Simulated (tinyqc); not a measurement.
# Octagonal on-chip spiral inductor, lumped pi model: two studies

Outer diameter do = di + 2 n wd + 2 (n - 1) sp, mean da = (do + di)/2, fill p = (do - di)/(do + di), length l = 3.314 n da. L = 2.25 mu0 n^2 da/(1 + 3.55 p), mu0 = 4 pi 1e-7 H/m. Rs = rho l/(wd delta (1 - exp(-th/delta))), delta = sqrt(rho/(pi f mu0)). Cs = n wd^2 eps0 eo/hu across the coil. At each end Cox = l wd eps0 eo/(2 ho) leads to the substrate branch Rsi = 2 rs he/(l wd) in parallel with Csi = l wd eps0 11.7/(2 he). With one end grounded Y = 1/(Rs + i w L) + i w Cs + 1/[1/(i w Cox) + 1/(1/Rsi + i w Csi)], w = 2 pi f; Q = -Im Y/Re Y. Eddy currents in neighbouring turns and in the substrate are left out.

Parameters, values chosen for the exercise; values of the order met in silicon radio-frequency processes:
```
symbol,value,unit,meaning
n,1.5,,number of turns
wd,20,um,line width
sp,1.5,um,space between turns
di,80,um,inner diameter
th,3.4,um,metal thickness
rho,3,uohm cm,metal resistivity
ho,8,um,oxide below the coil
hu,0.7,um,oxide between coil and underpass
eo,3,,relative permittivity of the oxide
rs,1000,ohm cm,substrate resistivity
he,50,um,effective spreading depth in the substrate
f,4.6,GHz,frequency
```

Constants: eps0 = 8.8541878128e-12 F/m. Results are converted to the units shown.

Each table varies one quantity; the others keep the values above.

## Quality factor against frequency

Apparent inductance Im(1/Y)/w; share of the loss Re(substrate branch)/Re Y.

Results:

| f (GHz) | Rs (ohm) | w L/Rs | Q | apparent inductance (nH) | loss in the substrate (%) |
|---|---|---|---|---|---|
| 0.82 | 0.4033 | 4.533 | 4.532 | 0.3549 | 0.003610 |
| 1.3 | 0.4524 | 6.406 | 6.401 | 0.3551 | 0.007923 |
| 3.6 | 0.6290 | 12.76 | 12.69 | 0.3567 | 0.04299 |
| 5.8 | 0.7605 | 17.00 | 16.75 | 0.3599 | 0.09202 |
| 9.5 | 0.9444 | 22.43 | 21.54 | 0.3687 | 0.1983 |
| 16 | 1.207 | 29.55 | 26.28 | 0.3972 | 0.4387 |
| 25 | 1.501 | 37.13 | 27.21 | 0.4798 | 0.8572 |
| 42 | 1.942 | 48.21 | 12.47 | 1.338 | 1.851 |

Estimate the missing row, f = 2.2 GHz.

Computed row:

| f (GHz) | Rs (ohm) | w L/Rs | Q | apparent inductance (nH) | loss in the substrate (%) |
|---|---|---|---|---|---|
| 2.2 | 0.5293 | 9.267 | 9.246 | 0.3555 | 0.01918 |

With this row back in the table: Q goes from 4.53 through a maximum of 27.2 (at f = 25 GHz among the rows listed) to 12.5; the exact peak is 27.6 at 21.9 GHz and Q reaches zero at the self-resonance, 48.9 GHz. The share of the substrate rises from 0.00361 to 1.85 %, and the apparent inductance ends at 3.77 times L. At the peak the substrate takes 0.701 % of the loss.

## Effect of the line width

Same model as above.

Peak Q and its frequency from a search over f; self-resonance where Im Y = 0; Q at the given f (negative beyond resonance).

Results:

| wd (um) | L (nH) | do (um) | peak Q | f of the peak (GHz) | self-resonance (GHz) | Q at f |
|---|---|---|---|---|---|---|
| 2 | 0.4597 | 87.50 | 11.17 | 120.1 | 269.2 | 2.540 |
| 6 | 0.4121 | 99.50 | 19.28 | 56.95 | 127.9 | 6.366 |
| 9 | 0.3902 | 108.5 | 22.36 | 41.97 | 94.28 | 8.600 |
| 13 | 0.3714 | 120.5 | 24.94 | 31.36 | 70.41 | 11.09 |
| 18 | 0.3581 | 135.5 | 26.97 | 23.93 | 53.62 | 13.73 |
| 25 | 0.3502 | 156.5 | 28.74 | 17.97 | 40.11 | 16.89 |

Estimate the missing row, wd = 4 um.

Computed row:

| wd (um) | L (nH) | do (um) | peak Q | f of the peak (GHz) | self-resonance (GHz) | Q at f |
|---|---|---|---|---|---|---|
| 4 | 0.4324 | 93.50 | 16.13 | 76.03 | 170.6 | 4.611 |

With this row back in the table: As wd goes from 2 to 25, L falls from 0.460 to 0.350 nH, the peak Q rises from 11.2 to 28.7, its frequency falls from 120 to 18.0 GHz and the self-resonance falls from 269 to 40.1 GHz.

Computed by the program tinyqc: `OMP_NUM_THREADS=1 python tinyqc.py 2302043 2302044 out.jsonl`, one thread of a shared Intel Xeon 2.30GHz, about 0.01 s for the whole run.
